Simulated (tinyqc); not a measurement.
Changing the cation polarisability alpha_+: rigid-ion and shell models of the dielectric response of an ionic crystal. Computed by tinyqc, a small Python program. Command: `OMP_NUM_THREADS=1 python tinyqc.py 3005528 3005529 out.jsonl shell sweep`. One thread of a shared host (Intel(R) Xeon(R) Processor @ 2.30GHz), about 0.01 s of CPU time with the checks.

Charges +Z and -Z; 4 nearest neighbours, Madelung constant M = 1.638055, volume per ion pair Omega = 3.079201 d^3. Energy per pair U = -M Z^2 e2/d + 4 A exp(-d/rho), e2 = e^2/(4 pi eps_0). In the shell model the anion is a core of charge Y - Z and a massless shell of charge -Y, joined by the spring k; the repulsion acts on the shell. Each ion feels the Lorentz field E + (4 pi/3) P (Gaussian units).

Inputs (values chosen for the exercise, for a model crystal): nearest-neighbour distance d = 2.8 angstrom; ionic charge Z = 2 e; hardness d/rho = 12; cation mass = 73.2 u; anion mass = 19 u; shell charge size Y = 2.03 e; core-shell spring k = 42.9 eV/angstrom^2; film thickness t = 18 nm.

Structure: zinc blende.

Constants: e^2/(4 pi eps_0) = 14.39964548 eV angstrom; 1 eV/angstrom^3 = 160.2176634 GPa; nu for 1 eV/(angstrom^2 u) = 15.6333042 THz; 1 THz = 33.35640952 1/cm; eps_0 = 8.8541878128e-12 F/m; h x 1 THz = 4.135667696 meV.

Method:
- Zero pressure fixes 4 A exp(-d/rho) = M Z^2 e2 rho/d^2. Then U = -(M Z^2 e2/d)(1 - rho/d), B = M Z^2 e2 (d/rho - 2)/(9 Omega d), and the spring of one sublattice against the other is R = (1/3) x (Laplacian of the repulsion summed over neighbours) = M Z^2 e2 (d/rho - 2)/(3 d^3), so R = 3 B Omega/d^2.
- Eliminating the shell gives the anion polarisability alpha_- = Y^2 e2/(k + R), the Szigeti charge Z_S = Z - Y R/(k + R) and the softened spring R' = k R/(k + R). With b = 4 pi (alpha_+ + alpha_-)/(3 Omega): eps_inf = (1 + 2b)/(1 - b) (Clausius-Mossotti); Born charge Z* = Z_S (eps_inf + 2)/3.
- mu lambda_TO = R' - (4 pi e2/(3 Omega)) Z_S^2/(1 - b); mu lambda_LO = mu lambda_TO + 4 pi e2 Z*^2/(eps_inf Omega); eps_s = eps_inf lambda_LO/lambda_TO.
- lambda in eV/(angstrom^2 u) gives the wavenumber 15.6333042 x 33.35640952 x sqrt(lambda); mu is the reduced mass.
- Capacitance per area eps_0 eps_s/t; equivalent oxide thickness EOT = t x 3.9/eps_s; the surface optical mode against silicon (eps = 11.7) lies at omega_TO sqrt[(eps_s + 11.7)/(eps_inf + 11.7)], and its squared coupling to channel electrons scales as g = hbar omega_SO [1/(11.7 + eps_inf) - 1/(11.7 + eps_s)], with hbar omega = h c x wavenumber.

One run for each value; columns: (1) cation polarisability alpha_+ (angstrom^3); (2) eps_s; (3) eps_inf; (4) Born charge Z* (e); (5) omega_TO (1/cm); (6) remote-phonon coupling g (meV):
```
(1)       (2)     (3)     (4)     (5)      (6)
0.044  2.0101  1.2154  1.5989  394.01  0.22589
0.073  2.0197  1.2216  1.6020  393.91  0.22657
0.120  2.0355  1.2317  1.6070  393.76  0.22769
0.200  2.0626  1.2490  1.6156  393.50  0.22960
0.340  2.1109  1.2799  1.6310  393.03  0.23302
0.570  2.1928  1.3318  1.6568  392.24  0.23879
0.950  2.3354  1.4213  1.7013  390.88  0.24881
1.600  2.6034  1.5860  1.7832  388.36  0.26748
2.600  3.0871  1.8729  1.9258  383.92  0.30060
```

Over the rows, eps_s rises from 2.01 to 3.09 (exponent d ln y / d ln x 0.0095 between the first rows and 0.35 between the last); eps_inf rises from 1.22 to 1.87 (exponent d ln y / d ln x 0.010 between the first rows and 0.34 between the last); Born charge Z* (e) rises from 1.60 to 1.93 (exponent d ln y / d ln x 0.0038 between the first rows and 0.16 between the last).
